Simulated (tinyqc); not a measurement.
## Tail temperature from the power law

Question. When tail states hold most of the charge, the linear current goes as I = A (Vg - VT)^g with g = 2 Tt/T - 1. Find g, Tt and the tail width kB Tt.

Values chosen for this exercise:
- T = 290 K (temperature)

Constants: q = 1.602176634e-19 C, kB = 1.380649e-23 J/K, Vt = kB T/q. Results are converted to the units shown.

I at Vg - VT = 5.8 and 8.7 V (nA): 210.34972  453.84559

Solution. g is the slope of ln I against ln(Vg - VT).

g = 1.897
Tt = 420.0 K
kB Tt = 36.19 meV

Numbers from tinyqc (`OMP_NUM_THREADS=1 python tinyqc.py 2610114 2610115 out.jsonl`; about 0.02 s on one thread of a shared Intel Xeon 2.30GHz).
